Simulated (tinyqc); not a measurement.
Inside a calculation. Model: grain-boundary diffusion: Harrison regimes, Fisher and Le Claire analysis, Hart average. Computed by tinyqc, a small Python program that keeps every step. Command: `OMP_NUM_THREADS=1 python tinyqc.py 3022973 3022974 out.jsonl gbdiff walk`. One thread of a shared host (Intel(R) Xeon(R) Processor @ 2.30GHz), about 0.01 s of CPU time with the checks. Intermediate numbers are printed to about 5 digits and carried at full precision; extremes and crossings named in words are read from the listed rows.

A boundary is a slab of width delta with diffusivity D_b, normal to a surface held at constant concentration; it leaks into grains of diffusivity D.

Inputs (values chosen for the exercise, for a model polycrystal):
```
quantity                          value   unit
melting point T_m                  1610      K
lattice prefactor D0            1.2e-05  m^2/s
lattice activation energy E        2.65     eV
boundary prefactor D0b            4e-06  m^2/s
boundary activation energy E_b     1.47     eV
boundary width delta               0.99     nm
segregation factor s                  1      -
grain size d                      0.031     um
temperature T                       926      K
time t                             1600      s
```

Constants: k_B = 8.617333262e-05 eV/K.

## Diffusivities

D = D0 exp(-E/(k_B T)), D_b = D0b exp(-E_b/(k_B T)). Triple product P = s delta D_b.

D = 4.5341e-20 m^2/s

D_b = 3.9953e-14 m^2/s

triple product P = 3.9553e-23 m^3/s

At T/T_m = 0.58 the boundary is 880000 times faster than the lattice.

## Regime

l = sqrt(D t); P = s delta D_b; alpha = s delta/(2 l); beta = P/(2 D l). Regime A if l > 3 d, C if alpha > 1, B if alpha < 0.1, l < d/4 and beta > 10, otherwise a transition.

lattice diffusion length l = 0.0085174 um

alpha = 0.058117

beta = 51210

Regime: transition

The run lies between the ideal regimes.

## Effective diffusivity

Hart average for parallel slabs: f = delta/d, D_eff = (s f D_b + (1 - f) D)/(1 - f + s f); share of the boundaries = s f D_b/(s f D_b + (1 - f) D); depth sqrt(D_eff t).

boundary fraction f = 0.031935

D_eff = 1.2760e-15 m^2/s

share of the boundaries = 0.99997

depth sqrt(D_eff t) = 1.4288 um

Caution: outside regime A (which needs sqrt(D t) above about 3 d) the Hart average and its depth are formal: they describe a profile only in regime A or at steady state.

## Penetration along an isolated boundary

Fisher: the mean concentration falls as exp(-y/y_F), y_F = sqrt(P) (pi t/(4 D))^(1/4), with the boundary equation P d2c/dy2 = 2 c sqrt(D/(pi t)). Le Claire (from the Whipple solution): ln c falls as -(y/y_L)^(6/5) with P = 1.322 sqrt(D/t) y_L^2.

Fisher depth y_F = 2.5661 um

Le Claire depth y_L = 2.3707 um

The tail reaches 278 lattice lengths l; y_L/l = sqrt(2 beta/1.322). Caution: the Fisher and Le Claire forms need regime B with beta above 10.

## Whipple integral against the two closed forms

Whipple, boundary part of the mean concentration in units of c0 l per boundary, for D_b/D far above beta: c(eta) = (2 eta/sqrt(pi)) int_1^infinity exp(-eta^2/(4 u)) u^(-3/2) [exp(-Y^2)/sqrt(pi) - Y erfc(Y)] du with Y = (u - 1)/(2 beta), eta = y/l; w = eta/sqrt(beta). The last columns are -ln[c(y)/c(w = 1)] from the integral, from Fisher, (y - y1)/y_F, and from Le Claire, (y/y_L)^(6/5) - (y1/y_L)^(6/5), with y1 the depth at w = 1.

Tail of the profile:
```
w     y (um)           c  Whipple  Fisher  Le Claire
1.5    2.891  4.8310e-01    0.530  0.3756      0.489
2.0    3.855  2.8008e-01    1.075  0.7511      1.012
3.0    5.782  9.0157e-02    2.209  1.5023      2.135
4.0    7.710  2.7494e-02    3.396  2.2534      3.337
5.0    9.637  7.9726e-03    4.634  3.0045      4.601
6.0   11.565  2.2052e-03    5.919  3.7556      5.917
8.0   15.420  1.4800e-04    8.621  5.2579      8.679
10.0  19.275  8.4645e-06   11.482  6.7601     11.583
```

At w = 10 the integral has fallen by 11.48 in the logarithm, Fisher by 6.76 and Le Claire by 11.58: the true tail bends down faster than an exponential, which is why profiles are plotted against y^(6/5). Caution: outside regime B these isolated-boundary profiles are formal.

## Lattice against boundary over temperature

D_eff = (s f D_b + (1 - f) D)/(1 - f + s f), f = delta/d; share of the boundaries = s f D_b/(s f D_b + (1 - f) D).

Diffusivities (m^2/s):
```
T/T_m  T (K)           D         D_b       D_eff    share      regime
0.3      483  2.6806e-33  1.8349e-21  5.8597e-23  1.00000           C
0.4      644  2.1926e-26  1.2538e-17  4.0040e-19  1.00000           C
0.5      805  3.0804e-22  2.5060e-15  8.0032e-17  1.00000  transition
0.6      966  1.7935e-19  8.5671e-14  2.7361e-15  0.99994  transition
0.7     1127  1.6934e-17  1.0677e-12  3.4113e-14  0.99952           A
0.8     1288  5.1295e-16  7.0817e-12  2.2665e-13  0.99781           A
0.9     1449  7.2811e-15  3.0849e-11  9.9223e-13  0.99290           A
1.0     1610  6.0799e-14  1.0012e-10  3.2563e-12  0.98192           A
```

The apparent activation energy of D_eff is 1.47 eV between the first rows and 1.48 eV between the last, against E_b = 1.47 and E = 2.65 eV. The boundaries carry most of the flux up to the melting point. Caution: outside regime A, D_eff and the share of the boundaries hold only at steady state.

Checks made by the program: Le Claire's slope against the Whipple integral (relative difference 2e-02).
